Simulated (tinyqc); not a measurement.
# Field length and prefactor from two substrate currents

Problem. For Em = (Vd - Vdsat)/l, Isub/Id = (Ai/Bi)(Vd - Vdsat) exp(-Bi l/(Vd - Vdsat)), and l = sqrt(3 tox xj). Find l, Ai and xj.

Inputs (values chosen for the exercise): oxide thickness tox = 16 nm; ionisation field Bi = 1.62 MV/cm.

Isub/Id at Vd - Vdsat = 2.5 and 3.4 V: 0.00340804920  0.0281039001

Answer. ln[Isub/(Id (Vd - Vdsat))] is linear in 1/(Vd - Vdsat) with slope -Bi l.

l = 105 nm
Ai = 2.00e6 1/cm
xj = 230 nm

Program tinyqc, `OMP_NUM_THREADS=1 python tinyqc.py 2550038 2550039 out.jsonl`; Intel Xeon 2.30GHz, shared host, one thread, about 0.01 s.
